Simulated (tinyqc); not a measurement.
# Minority-electron transport through the base of a bipolar transistor (Moll-Ross and Kroemer integrals), step by step

A worked calculation. Computed by tinyqc, a small Python program that keeps every step. Command: `OMP_NUM_THREADS=1 python tinyqc.py 3008877 3008878 out.jsonl base walk`. One thread of a shared host (Intel(R) Xeon(R) Processor @ 2.30GHz), about 0.01 s of CPU time with the checks. Intermediate numbers are printed to about 5 digits and carried at full precision; extremes and crossings named in words are read from the listed rows.

Low injection, one dimension, x from the emitter edge (0) to the collector edge (W), s = x/W. Recombination is treated as a small correction (valid for tau_B well below tau_n), computed from the stored charge.

Inputs (values chosen for the exercise, modelled on InP):
```
quantity                                     value        unit
intrinsic density n_i at the emitter edge  1.3e+07      1/cm^3
base doping at the emitter edge N_0        5.4e+17      1/cm^3
base width W                                   390          nm
mu_min                                         620  cm^2/(V s)
mu_max                                        4650  cm^2/(V s)
N_ref                                      1.5e+17      1/cm^3
saturation velocity v_s                          1    1e7 cm/s
electron lifetime tau_n                       0.21          ns
emitter Gummel number G_E                  2.3e+14      s/cm^4
base-emitter voltage V_BE                     0.83           V
temperature T                                  300           K
doping ratio N_0/N(W)                           96           -
gap narrowing across the base dE_g             200         meV
```

Base doping profile: Gaussian. Gap grading: linear. Exit of the base: saturation velocity.

Constants: k_B = 8.617333262e-05 eV/K; e = 1.602176634e-19 C.

## Profile and built-in field

N(x) = N_0 (ratio)^(-s^2); n_i(x)^2 = n_i^2 exp(s dE_g/k_B T); D(x) = (k_B T/e) mu, mu = mu_min + (mu_max - mu_min)/(1 + (N/N_ref)^0.7). Field that drives electrons towards the collector, averaged over the base: (k_B T/e) ln[N_0 n_i(W)^2/(N(W) n_i^2)]/W.

Across the base:
```
s    N (1/cm^3)  n_i(x)^2/n_i^2  D (cm^2/s)  y (s/cm^5)
0.0  5.4000e+17      1.0000e+00       46.21  1.1685e+16
0.2  4.4989e+17      4.6986e+00       49.03  1.9530e+15
0.4  2.6015e+17      2.2077e+01       58.20  2.0246e+14
0.6  1.0442e+17      1.0373e+02       74.69  1.3477e+13
0.8  2.9090e+16      4.8740e+02       95.12  6.2745e+11
1.0  5.6250e+15      2.2901e+03      110.70  2.2187e+10
```

drift factor eta (potential drop in k_B T/e) = 12.301

mean built-in field = 8.1538 kV/cm

## Collector current and transit time

With y(x) = N n_i^2/(D n_i(x)^2): base Gummel number G_B = int_0^W y dx + N(W) n_i^2/(v_s n_i(W)^2); J_C = e n_i^2 exp(e V_BE/k_B T)/G_B; n(x) = (J_C/e)(n_i(x)^2/(N n_i^2)) [int_x^W y dx + the same exit term]; transit time tau_B = (e/J_C) int n dx; trapezoid rule on 401 even points.

base Gummel number G_B = 5.0939e+10 s/cm^4

collector current density J_C = 0.046658 A/cm^2

base transit time tau_B = 2.0418 ps

share of the exit term in G_B = 4.8219e-04 %

mean velocity W/tau_B = 1.9101 1e7 cm/s

Plain diffusion with the D of the emitter edge would take W^2/(2D) = 16.5 ps, 8.06 times the result. Caution: the mean velocity exceeds v_s, so drift-diffusion with a low-field mobility overstates the speed.

## Gain and speed

Emitter-limited gain beta_E = G_E/G_B; recombination-limited gain beta_R = tau_n/tau_B; 1/beta = 1/beta_E + 1/beta_R; f_T from the base alone = 1/(2 pi tau_B).

beta_E = 4515.2

beta_R = 102.85

current gain beta = 100.56

f_T from the base alone = 77.949 GHz

The gain is limited mainly by recombination in the base (98 % of the base current).

## What grading buys

The formulas are those given above.

The same base with other gradings:
```
dE_g (meV)  dE_g/k_B T  G_B (s/cm^4)  J_C gain  tau_B (ps)  speed gain
0                0.000    1.6612e+11    1.0000      4.7041      1.0000
25               0.967    1.3425e+11    1.2374      4.0642      1.1574
50               1.934    1.1131e+11    1.4924      3.5704      1.3175
75               2.901    9.4263e+10    1.7623      3.1795      1.4795
100              3.868    8.1247e+10    2.0447      2.8634      1.6429
150              5.802    6.2960e+10    2.6386      2.3851      1.9723
200              7.736    5.0939e+10    3.2612      2.0418      2.3039
300             11.605    3.6428e+10    4.5603      1.5838      2.9702
```

At 100 meV J_C rises by a factor 2.04 and the transit is 1.64 times faster; at 300 meV the factors are 4.56 and 2.97. For a uniform base without exit term both tend to be linear in dE_g/k_B T, J_C as x/(1 - exp(-x)) and the speed as x/2. From 50 meV on the mean velocity W/tau_B exceeds v_s, so those speed gains are overstated.

Checks made by the program: Gummel integral against a 60-point Gauss rule (relative difference 6e-06).
